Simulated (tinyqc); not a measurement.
Double-gate transistor, scale length and short-channel effects: a higher permittivity at fixed equivalent oxide thickness.

A body of thickness ts between two insulators of thickness ti and two tied gates. Below threshold the potential that source and drain add obeys Laplace's equation and vanishes on the gate. Its lowest mode decays along the channel as exp(-k y); k is the smallest positive root of the matching condition at the interface, and the scale length is Lambda = pi/k.

k is the smallest positive root of f(k) = ei cos(k ti) cos(k ts/2) - eps_r sin(k ti) sin(k ts/2). Along the channel psi(y) = s + a exp(y/l) + b exp(-y/l) with psi(0) = Vbi, psi(L) = Vbi + Vds and l = 1/k = Lambda/pi; with A = Vbi - s, B = A + Vds, x = exp(-L/l): a = (B - A x) x/(1 - x^2), b = (A - B x)/(1 - x^2). The minimum is s + 2 sqrt(a b), at y = (l/2) ln(b/a). The long-channel potential follows the gate as s = sT + (Vg - VTL)/m, and the threshold VT is the gate voltage at which the minimum equals sT. Swing = m Vt ln 10/g at threshold, g = d(minimum)/ds = 1 - (b x + a)/((1 + x) sqrt(a b)). DIBL = [VT(0.05 V) - VT(Vds)]/(Vds - 0.05 V). sT and Vbi are held fixed; m = 1. The equivalent oxide thickness 3.9 ti/ei is held at 1.6 nm, so ti = 1.6 ei/3.9 nm.

Parameters, values chosen for the exercise; permittivities: semiconductor close to that of silicon, insulator close to that of silicon dioxide:
```
symbol,value,unit,meaning
T,350,K,temperature
eps_r,11.9,,relative permittivity of the semiconductor
ts,8.6,nm,body thickness
L,31,nm,channel length
Vbi,0.92,V,potential of the source
sT,0.64,V,potential of the barrier top at threshold
Vds,0.6,V,drain voltage
```

Constants: q = 1.602176634e-19 C, kB = 1.380649e-23 J/K, Vt = kB T/q. Results are converted to the units shown.

Results:
```
ei	ti (nm)	Lambda (nm)	L/Lambda	DIBL (mV/V)	swing (mV/decade)
3.9	1.600	16.66	1.861	43.73	79.05
5	2.051	16.78	1.847	44.86	79.29
7.5	3.077	17.20	1.803	48.63	80.08
10	4.103	17.79	1.743	54.32	81.26
15	6.154	19.53	1.587	72.92	85.07
25	10.26	24.94	1.243	147.5	99.75
35	14.36	31.81	0.9746	277.4	124.2
```

Estimate the missing row, ei = 20.

Computed row:
```
ei	ti (nm)	Lambda (nm)	L/Lambda	DIBL (mV/V)	swing (mV/decade)
20	8.205	21.97	1.411	103.4	91.17
```

With this row back in the table: As ei goes from 3.9 to 35, Lambda rises from 16.7 to 31.8 nm, DIBL rises from 43.7 to 277 mV/V and the swing rises from 79.1 to 124 mV a decade. The ratio ei/ti is the same in every row, yet the insulator grows from 1.60 to 14.4 nm, and drain fields reach the channel sideways through it. For ei = 20 to 35 L is under 1.5 Lambda, where higher modes, left out of the one-mode potential, count.

Program tinyqc, `OMP_NUM_THREADS=1 python tinyqc.py 2420106 2420107 out.jsonl`; Intel Xeon 2.30GHz, shared host, one thread, about 0.01 s.
